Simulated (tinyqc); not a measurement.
Q-state Potts model on a small periodic square lattice: enumeration, Metropolis, heat-bath and Wolff steps: one step, computed by the program tinyqc.

E = -J x (number of nearest-neighbour bonds with equal states); n x n sites with periodic edges have 2 n^2 bonds. Order parameter m = (q f - 1)/(q - 1), f being the largest share of one state. Sites are numbered row by row from 0. Here q = 2 and n = 4.

Question. Scales. K = J/(k_B T); the infinite square lattice orders at K_c = ln(1 + sqrt(q)); Wolff bond probability p = 1 - exp(-K).

Inputs (values chosen for the exercise, for a model of domains or grain orientations): number of states q = 2; coupling J = 22 meV; temperature T = 419 K.

Constants: k_B = 8.617333262e-05 eV/K.

Give: K; K_c; T_c of the infinite lattice; p.

Answer.

K = 0.60931

K_c = 0.88137

T_c of the infinite lattice = 289.66 K

p = 0.45627
